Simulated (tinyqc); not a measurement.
Inside a calculation. Method: empirical pseudopotential in a few plane waves. One step of it, computed by the program tinyqc.

Task: Bloch Hamiltonian at k. Basis: the 15 shortest G (labels in 2 pi/a), the same at every k. H(G,G') = c |k + G|^2 delta + VS(|G-G'|^2) cos((G-G').tau) + i VA sin((G-G').tau), tau = a/8 (1,1,1); 1 Ry = 13.605693 eV.

Parameters chosen for this model: fcc lattice, atoms at +/- a/8 (1,1,1); form factors in rydberg at |G|^2 in units of (2 pi/a)^2:
```
parameter,value,unit
a,5.410000,angstrom
VS(3),-0.227000,Ry
VS(8),-0.001000,Ry
VS(11),0.087000,Ry
VA(3),0.093000,Ry
VA(4),0.067000,Ry
VA(11),0.029000,Ry
hbar^2/2m (2 pi/a)^2,5.139113,eV
```

k point k (2 pi / a): 0.000000  -0.160000  -0.320000

Give: H(k) at k.

Result:

H(k) at k (eV):
```
,+0+0+0,-1-1-1,-1-1+1,-1+1-1,-1+1+1,+1-1-1,+1-1+1,+1+1-1,+1+1+1,-2+0+0,+0-2+0,+0+0-2,+0+0+2,+0+2+0,+2+0+0
+0+0+0,0.6578,2.1839+0.8947i,-2.1839+0.8947i,-2.1839+0.8947i,-2.1839-0.8947i,-2.1839+0.8947i,-2.1839-0.8947i,-2.1839-0.8947i,2.1839-0.8947i,0.0000+0.9116i,0.0000+0.9116i,0.0000+0.9116i,0.0000-0.9116i,0.0000-0.9116i,0.0000-0.9116i
-1-1-1,2.1839-0.8947i,21.0087,0.0000-0.9116i,0.0000-0.9116i,0.0136,0.0000-0.9116i,0.0136,0.0136,0.0000,-2.1839-0.8947i,-2.1839-0.8947i,-2.1839-0.8947i,-0.8370+0.2790i,-0.8370+0.2790i,-0.8370+0.2790i
-1-1+1,-2.1839-0.8947i,0.0000+0.9116i,14.4306,-0.0136,0.0000-0.9116i,-0.0136,0.0000-0.9116i,0.0000,0.0136,-2.1839+0.8947i,-2.1839+0.8947i,0.8370+0.2790i,2.1839-0.8947i,-0.8370-0.2790i,-0.8370-0.2790i
-1+1-1,-2.1839-0.8947i,0.0000+0.9116i,-0.0136,17.7197,0.0000-0.9116i,-0.0136,0.0000,0.0000-0.9116i,0.0136,-2.1839+0.8947i,0.8370+0.2790i,-2.1839+0.8947i,-0.8370-0.2790i,2.1839-0.8947i,-0.8370-0.2790i
-1+1+1,-2.1839+0.8947i,0.0136,0.0000+0.9116i,0.0000+0.9116i,11.1416,0.0000,-0.0136,-0.0136,0.0000-0.9116i,2.1839+0.8947i,-0.8370+0.2790i,-0.8370+0.2790i,-2.1839-0.8947i,-2.1839-0.8947i,0.8370-0.2790i
+1-1-1,-2.1839-0.8947i,0.0000+0.9116i,-0.0136,-0.0136,0.0000,21.0087,0.0000-0.9116i,0.0000-0.9116i,0.0136,0.8370+0.2790i,-2.1839+0.8947i,-2.1839+0.8947i,-0.8370-0.2790i,-0.8370-0.2790i,2.1839-0.8947i
+1-1+1,-2.1839+0.8947i,0.0136,0.0000+0.9116i,0.0000,-0.0136,0.0000+0.9116i,14.4306,-0.0136,0.0000-0.9116i,-0.8370+0.2790i,2.1839+0.8947i,-0.8370+0.2790i,-2.1839-0.8947i,0.8370-0.2790i,-2.1839-0.8947i
+1+1-1,-2.1839+0.8947i,0.0136,0.0000,0.0000+0.9116i,-0.0136,0.0000+0.9116i,-0.0136,17.7197,0.0000-0.9116i,-0.8370+0.2790i,-0.8370+0.2790i,2.1839+0.8947i,0.8370-0.2790i,-2.1839-0.8947i,-2.1839-0.8947i
+1+1+1,2.1839+0.8947i,0.0000,0.0136,0.0136,0.0000+0.9116i,0.0136,0.0000+0.9116i,0.0000+0.9116i,11.1416,-0.8370-0.2790i,-0.8370-0.2790i,-0.8370-0.2790i,-2.1839+0.8947i,-2.1839+0.8947i,-2.1839+0.8947i
-2+0+0,0.0000-0.9116i,-2.1839+0.8947i,-2.1839-0.8947i,-2.1839-0.8947i,2.1839-0.8947i,0.8370-0.2790i,-0.8370-0.2790i,-0.8370-0.2790i,-0.8370+0.2790i,21.2143,-0.0136,-0.0136,0.0136,0.0136,0.0000
+0-2+0,0.0000-0.9116i,-2.1839+0.8947i,-2.1839-0.8947i,0.8370-0.2790i,-0.8370-0.2790i,-2.1839-0.8947i,2.1839-0.8947i,-0.8370-0.2790i,-0.8370+0.2790i,-0.0136,24.5033,-0.0136,0.0136,0.0000,0.0136
+0+0-2,0.0000-0.9116i,-2.1839+0.8947i,0.8370-0.2790i,-2.1839-0.8947i,-0.8370-0.2790i,-2.1839-0.8947i,-0.8370-0.2790i,2.1839-0.8947i,-0.8370+0.2790i,-0.0136,-0.0136,27.7923,0.0000,0.0136,0.0136
+0+0+2,0.0000+0.9116i,-0.8370-0.2790i,2.1839+0.8947i,-0.8370+0.2790i,-2.1839+0.8947i,-0.8370+0.2790i,-2.1839+0.8947i,0.8370+0.2790i,-2.1839-0.8947i,0.0136,0.0136,0.0000,14.6362,-0.0136,-0.0136
+0+2+0,0.0000+0.9116i,-0.8370-0.2790i,-0.8370+0.2790i,2.1839+0.8947i,-2.1839+0.8947i,-0.8370+0.2790i,0.8370+0.2790i,-2.1839+0.8947i,-2.1839-0.8947i,0.0136,0.0000,0.0136,-0.0136,17.9252,-0.0136
+2+0+0,0.0000+0.9116i,-0.8370-0.2790i,-0.8370+0.2790i,-0.8370+0.2790i,0.8370+0.2790i,2.1839+0.8947i,-2.1839+0.8947i,-2.1839+0.8947i,-2.1839-0.8947i,0.0000,0.0136,0.0136,-0.0136,-0.0136,21.2143
```
